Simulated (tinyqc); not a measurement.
Changing the back recombination velocity S_b: surface photovoltage measurement of the minority-carrier diffusion length in a wafer. Computed by tinyqc, a small Python program. Command: `OMP_NUM_THREADS=1 python tinyqc.py 3130584 3130585 out.jsonl spv sweep`. One thread of a shared host (Intel(R) Xeon(R) Processor @ 2.30GHz), about 0.02 s of CPU time with the checks.

Low injection, steady light, a depletion layer much thinner than 1/alpha and L. The excess density dn is taken at the front edge of the neutral region; light that reaches the back is lost.

Inputs (values chosen for the exercise, modelled on p-type silicon at room temperature):
```
quantity                                              value               unit
diffusion length L                                      150         micrometre
wafer thickness W                                       625         micrometre
diffusivity D                                          33.5             cm^2/s
front recombination velocity S_f                        750               cm/s
photon flux entering                                7.7e+12         1/(cm^2 s)
minority density at the surface barrier scale n_0   4.4e+09             1/cm^3
temperature T                                           298                  K
wavelength                                              987                 nm
relative noise of each reading                          0.5                  %
diffusion length after pair splitting over L           0.91                  -
iron factor C                                      1.07e+16  micrometre^2/cm^3
```

normal deviates g for the noise: 1.14  -0.65  -1.15  -0.39  -0.39  1.10  0.53

Constants: k_B = 8.617333262e-05 eV/K.

Method:
- alpha = (84.732/lambda - 76.417)^2 per cm with lambda in micrometre (an empirical fit for silicon between 0.7 and 1.05 micrometre).
- Thick wafer: dn = Phi L/((S_f + D/L)(L + 1/alpha)). Finite wafer, with s = S_b L/D, w = W/L, a = alpha L: dn = [Phi a/(a^2 - 1)] [a - B - exp(-alpha W)(a - s)/(cosh w + s sinh w)]/(S_f + B D/L), B = (sinh w + s cosh w)/(cosh w + s sinh w).
- Photovoltage V = (k_B T/e) ln(1 + dn/n_0). Lifetime = L^2/D.
- Readings y = (Phi/dn) (1 + noise x g) at 780, 830, 880, 920, 950, 975 and 995 nm; a least-squares line y = c (1/alpha + L_app) gives L_app = intercept/slope.
- Splitting iron-boron pairs in boron-doped silicon shortens L; with nothing else changing, [Fe] = C (1/L_after^2 - 1/L^2). It is evaluated with the true lengths and with the apparent ones (without noise), which differ when the wafer is not thick against L.

One run for each value; columns: (1) back recombination velocity S_b (cm/s); (2) apparent length L_app (micrometre); (3) B; (4) dn, finite wafer (1/cm^3); (5) bias, apparent over true less 1 (rounded to 0.001) (%):
```
(1)          (2)     (3)         (4)     (5)
1.00e+00  148.53  0.9995  1.4772e+09   0.989
1.00e+01  148.53  0.9995  1.4772e+09   0.979
1.00e+02  148.49  0.9996  1.4770e+09   0.884
1.00e+03  148.22  0.9998  1.4759e+09   0.252
1.00e+04  147.72  1.0003  1.4739e+09  -0.809
1.00e+06  147.54  1.0005  1.4731e+09  -1.134
1.00e+07  147.54  1.0005  1.4731e+09  -1.138
```

Give the missing row, back recombination velocity S_b (cm/s) = 1.00e+05.

Computed row; columns: (1) back recombination velocity S_b (cm/s); (2) apparent length L_app (micrometre); (3) B; (4) dn, finite wafer (1/cm^3); (5) bias, apparent over true less 1 (rounded to 0.001) (%):
```
(1)          (2)     (3)         (4)     (5)
1.00e+05  147.56  1.0005  1.4732e+09  -1.100
```

Interpolating between the two neighbouring rows (the first column on a logarithmic scale, the others too where they are positive) misses most in bias, apparent over true less 1 (rounded to 0.001) (%), by 12 %. Over the rows, apparent length L_app (micrometre) falls from 148.5 to 147.5; B rises from 0.99952 to 1.0005; dn, finite wafer (1/cm^3) falls from 1.477e9 to 1.473e9.

Extremes, crossings and ranges named in words are read from the listed rows.
